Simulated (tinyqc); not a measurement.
Off-state leakage of single and stacked transistors: one step of the calculation.

n-channel devices of unit width. Subthreshold current I(Vg, Vs, Vd) = I0 (T/300 K)^0.5 exp[(Vg - Vs - VT(T) - gb (Vs - Vb) + dd (Vd - Vs))/(nf Vt)] (1 - exp(-(Vd - Vs)/Vt)), VT(T) = VT - cT (T - 300 K). Gate-edge tunnelling Ig (Vd/1 V) exp(ag (Vd - 1 V)), for a gate at 0 V, and band-to-band leakage Ab u exp(-Bb/u), u = Vd - Vb + 1 V, flow at a drain held at V; both are taken as independent of T. In a stack of off transistors (all gates at 0 V) the same subthreshold current passes through each.

Question. Leakage of one transistor. Vg = Vs = 0, Vd = V; effective threshold VT(T) - gb Vb - dd V.

Inputs (values chosen for the exercise); values of the order met in bulk silicon logic transistors:

| symbol | value | unit | meaning |
|---|---|---|---|
| T | 358 | K | temperature |
| V | 0.9 | V | supply voltage |
| VT | 0.46 | V | threshold at 300 K, zero drain and body bias |
| cT | 0.5 | mV/K | fall of the threshold with temperature |
| I0 | 0.14 | uA/um | current at threshold at 300 K |
| nf | 1.42 |  | slope factor |
| dd | 0.15 |  | drain-induced lowering per volt |
| gb | 0.21 |  | rise of the threshold per volt of source-body bias |
| Ig | 9e-6 | uA/um | gate-edge tunnelling current at 1 V |
| ag | 5.6 | 1/V | exponential slope of the gate current |
| Ab | 200 | uA/(um V) | prefactor of band-to-band leakage at the drain |
| Bb | 22 | V | its exponential voltage |
| Vb | -0.3 | V | body voltage |

Constants: q = 1.602176634e-19 C, kB = 1.380649e-23 J/K, Vt = kB T/q. Results are converted to the units shown.

Find: effective threshold; parts; total; shares.

Answer.

effective threshold = 0.35900 V
parts (nA/um): subthreshold 0.042214, gate edge 0.0046268, band-to-band 19.976
total = 20.023 nA/um
shares (%): subthreshold 0.21083, gate edge 0.023108, band-to-band 99.766

The band-to-band part is the largest.

Numbers from tinyqc (`OMP_NUM_THREADS=1 python tinyqc.py 2242187 2242188 out.jsonl`; about 0.03 s on one thread of a shared Intel Xeon 2.30GHz).
